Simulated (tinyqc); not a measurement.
Stacked nanosheet transistor, parasitic resistance, capacitance and delay: effect of the supply voltage.

Ns sheets share one contact on top; each has perimeter p = 2 (Ws + ts) and cross-section A = Ws ts; contact width Wc = Ws + 10 nm, stack height Hs = Ns pv. Sheet 1 is the top one. Contact length Lc = CPP - Lg - 2 Lsp, shared by two neighbouring gates. Source and drain sides are equal. The formulas are first-order estimates, not field solutions.

Epitaxy sheet resistance Rsh = re/te, transfer length LT = sqrt(rc/Rsh), contact Rc = [sqrt(rc Rsh)/Wc] coth(Lc/(2 LT)); extension of one sheet Rx = rx Lsp/A. With N sheets: gate Cg = Cinv p N Lg; per side, plate Cp = ks eps0 [Wc (Hs + Hc) - N A]/Lsp, top fringe Cf = (2/pi) ks eps0 Wc ln(1 + Lg/(2 Lsp)), overlap Co = Cinv p N Lov. One sheet: I = p Q vx u/(1 + |u|^1.8)^(1/1.8), Q = Cinv n Vt ln(1 + exp((Vg' - VT + dl Vd')/(n Vt))), u = Vd' mu/(vx Lg), Vg' = Vgs - v, Vd' = Vds - 2 v, with the drop on each side v_j = Rc sum I + rv (sum over levels k = 2..j of the current of sheets k..Ns) + Rx I_j. Ieff = [I(Vgs = Vdd, Vds = Vdd/2) + I(Vdd/2, Vdd)]/2, total currents. With Cs = Cp + Cf + Co, the load of an inverter of two such devices driving an equal one is CL = 2 (Cg + 2 Cs) + 4 Cs + Cw (own drains counted twice for the Miller effect); delay CL Vdd/(2 Ieff).

Inputs (values chosen for the exercise); values close to those of silicon logic devices:
- T = 300 K (temperature)
- Ns = 2 (number of sheets)
- Ws = 12 nm (sheet width)
- ts = 7 nm (sheet thickness)
- pv = 14 nm (vertical pitch of the sheets)
- rv = 52 ohm (vertical resistance between sheet levels)
- CPP = 54 nm (contacted gate pitch)
- Lg = 16 nm (gate length)
- Lsp = 5 nm (spacer length)
- ks = 4 (relative permittivity of the spacer)
- Hc = 20 nm (gate height above the channel stack)
- rc = 2.9e-9 ohm cm^2 (contact resistivity)
- re = 0.00068 ohm cm (resistivity of the source-drain epitaxy)
- te = 15 nm (current-carrying depth of the epitaxy)
- rx = 0.00046 ohm cm (resistivity of the extension)
- Lov = 2 nm (gate overlap)
- Cinv = 2.6 uF/cm^2 (inversion capacitance)
- vx = 9.8e6 cm/s (injection velocity)
- mu = 310 cm^2/(V s) (apparent mobility)
- VT = 0.22 V (threshold at zero drain voltage)
- dl = 0.067 V/V (barrier lowering)
- n = 1.19 (subthreshold factor)
- Cw = 0.06 fF (wire load)

Constants: q = 1.602176634e-19 C, kB = 1.380649e-23 J/K, eps0 = 8.8541878128e-12 F/m, Vt = kB T/q. Results are converted to the units shown.

The same in every row: Rc (ohm) = 1036; Rx/N (ohm) = 136.9; CL (aF) = 209.0.

Results:

| Vdd (V) | Ieff (uA) | delay (ps) |
|---|---|---|
| 0.45 | 21.17 | 2.221 |
| 0.55 | 32.54 | 1.766 |
| 0.65 | 44.47 | 1.527 |
| 0.85 | 68.77 | 1.291 |
| 0.95 | 80.99 | 1.226 |

Estimate the missing row, Vdd = 0.75 V.

Computed row:

| Vdd (V) | Ieff (uA) | delay (ps) |
|---|---|---|
| 0.75 | 56.59 | 1.385 |

With this row back in the table: As Vdd goes from 0.45 to 0.95 V, Ieff rises from 21.2 to 81.0 uA, CL stays at 209 aF and the delay falls from 2.22 to 1.23 ps.

Program tinyqc, `OMP_NUM_THREADS=1 python tinyqc.py 2170029 2170030 out.jsonl`; Intel Xeon 2.30GHz, shared host, one thread, about 0.05 s.
